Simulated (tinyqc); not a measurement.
Strain, valley repopulation and piezoresistance in a many-valley conduction band: one step, computed by the program tinyqc. Command: `OMP_NUM_THREADS=1 python tinyqc.py 3014266 3014267 out.jsonl valleys walk`. One thread of a shared host (Intel(R) Xeon(R) Processor @ 2.30GHz), about 0.01 s of CPU time with the checks.

Valleys are ellipsoids with mass m_l along the axis a and m_t across it, parabolic, with one constant relaxation time; strain shifts the valleys and leaves the masses alone. Currents are taken along [111], along the load, and along [1-10], across the load.

Problem. Linear piezoresistance coefficients. Each of the 6 valleys holds n_v = N_v (2/sqrt(pi)) F_1/2((E_F - dE_v)/(k_B T)), N_v = 2 (m_d k_B T/(2 pi hbar^2))^(3/2), m_d = (m_l m_t^2)^(1/3); E_F solves sum n_v = n and is counted from the unstrained edge. F_j(eta) = int_0^infinity x^j/(1 + exp(x - eta)) dx, without a gamma-function factor. It is evaluated after integrating by parts. Integrals over x = E/(k_B T) use 160 Gauss-Legendre points in u = sqrt(x) from 0 to sqrt(max(eta, 0) + 32). With eta_0 the reduced Fermi level without strain, r = F_-1/2(eta_0)/(2 F_1/2(eta_0)) (1 for a classical gas) and c = r (Xi_u/k_B T) (m_l - m_t)/(2 m_l + m_t): pi11 = -(2/3) c (S11 - S12), pi12 = -pi11/2, pi44 = 0, with S11 - S12 = 1/(C11 - C12).

Inputs (values chosen for the exercise, modelled on silicon): longitudinal mass m_l = 0.913 m_0; transverse mass m_t = 0.188 m_0; shear deformation potential Xi_u = 9.44 eV; C11 = 166 GPa; C12 = 64.6 GPa; electron density n = 5e+16 1/cm^3; temperature T = 77 K.

Valley axes: <100> (6 valleys in 3 pairs). Load: uniaxial [111].

Constants: k_B = 8.617333262e-05 eV/K; m_0 = 9.1093837015e-31 kg; k_B = 1.380649e-23 J/K; hbar = 1.054571817e-34 J s.

Give: eta_0; degeneracy factor r; pi11; pi12; pi44.

Solution.

eta_0 = -4.2483

degeneracy factor r = 0.99500

pi11 = -335.03 1e-11/Pa

pi12 = 167.51 1e-11/Pa

pi44 = 0 1e-11/Pa

The gas is classical, so the coefficients follow 1/T.
